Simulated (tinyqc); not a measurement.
Inside a calculation: thin-film optics by transfer matrices. Values are carried at full precision from step to step, so a last printed digit may differ when a step is redone from the rounded ones.

Indices N = n + i k. Snell: N0 sin(theta) = N_j sin(theta_j), with Im(N_j cos theta_j) >= 0. Admittance y_j = N_j cos theta_j for s and N_j/cos theta_j for p. Phase delta_j = 2 pi N_j cos theta_j d_j/lambda. Layer matrix [[cos delta, -i sin delta/y], [-i y sin delta, cos delta]], multiplied from the top down to M. (B, C) = M (1, y_sub); r = (y0 B - C)/(y0 B + C), R = |r|^2, T = 4 Re y0 Re y_sub/|y0 B + C|^2, absorbed in the films 1 - R - T.

Inputs chosen for the exercise (indices near those of polySi, SiO2 on Cu; not measured data):
```
symbol  value                  unit     meaning
lam     193                    nm       vacuum wavelength
n0      1                               ambient index
n       (0.991, 1.586, 0.952)           n of polySi, SiO2, substrate
k       (2.11, 0, 1.348)                k in the same order
d       (47.4, 398)            nm       thicknesses, top first
theta   45                     degrees  angle of incidence
pol     p                               polarisation
```

## Angles, admittances and phases

Form cos theta_j, y_j and delta_j.

cos theta_j: ambient 0.7071, film 1 1.0295+0.0344i, film 2 0.8951, substrate 1.0336+0.0837i

y_j: ambient 1.41421, film 1 1.02988+2.01507i, film 2 1.77185, substrate 1.01993+1.22155i

delta_j (rad): film 1 1.46243+3.40474i, film 2 18.39441

## Layer matrices and their product

Form each matrix and multiply from the top down.

matrix of film 1:
```
[[1.6299-14.9484i, -5.5678-3.6527i],
 [31.8635-12.1519i, 1.6299-14.9484i]]
```

matrix of film 2:
```
[[0.8982, 0.2481i],
 [0.7789i, 0.8982]]
```

M:
```
[[4.3090-17.7633i, -1.2923-2.8765i],
 [40.2629-9.6453i, 4.4789-5.5212i]]
```

Each matrix has determinant 1, and so has M.

## Reflection and transmission

Close the stack on the substrate.

B, C: [6.5047-22.2757i, 51.5755-9.8054i]

r = -0.3110-0.5684i
R = 0.4197
T into the substrate = 0.0011
absorbed in the films = 0.5792

The bare substrate would reflect 0.2221.

## Ellipsometric angles

Ellipsometry: rho = tan(Psi) exp(i Delta) = -conj(r_p/r_s) with the r of the admittance formula, Delta in 0 to 360 degrees, so that a bare dielectric at small angles gives Delta = 180.

Repeat the steps for both polarisations.

r_s = -0.6924-0.4106i
r_p = -0.3110-0.5684i
Psi = 38.83 degrees
Delta = 149.35 degrees

## Checks

- R against the recursion of Airy sums from the substrate up: both 0.41973.

Program tinyqc; command `OMP_NUM_THREADS=1 python tinyqc.py 1651623 1651624 out.jsonl`; about 0.01 s on one thread of a shared Intel(R) Xeon(R) Processor @ 2.30GHz.
